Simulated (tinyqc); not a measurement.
Deep-level transient spectroscopy (DLTS) of one majority-carrier trap: one step, computed by the program tinyqc.

A filling pulse loads the traps in a one-sided junction; under reverse bias they empty at the rate e, and the capacitance relaxes as C(t) = C_0 - dC exp(-e t). The signal is S = [C(t_2) - C(t_1)]/dC.

Task: Emission rate at T. e = g sigma v N_b exp(-E/k_B T), v = sqrt(3 k_B T/m), N_b = 2 M (2 pi m k_B T/h^2)^(3/2), sigma = sigma_0 exp(-E_b/k_B T), E = E_t.

Inputs (values chosen for the exercise, with mass and screening modelled on GaSb):

| quantity | value | unit |
|---|---|---|
| density-of-states mass m | 0.0387 | m_0 |
| valleys M | 1 | - |
| trap depth E_t | 0.246 | eV |
| cross-section sigma_0 | 4.9e-16 | cm^2 |
| degeneracy ratio g | 1 | - |
| temperature T | 115 | K |
| capture barrier E_b | 0.07 | eV |

Carriers: electrons. Extra term: capture barrier.

Constants: k_B = 8.617333262e-05 eV/K; k_B = 1.380649e-23 J/K; m_0 = 9.1093837015e-31 kg; h = 6.62607015e-34 J s.

Give: thermal velocity v; N_b; sigma; E; emission rate e.

Result:

thermal velocity v = 3.6758e+07 cm/s

N_b = 4.5342e+16 cm^-3

sigma = 4.1928e-19 cm^2

E = 0.246 eV

emission rate e = 1.1578e-05 1/s
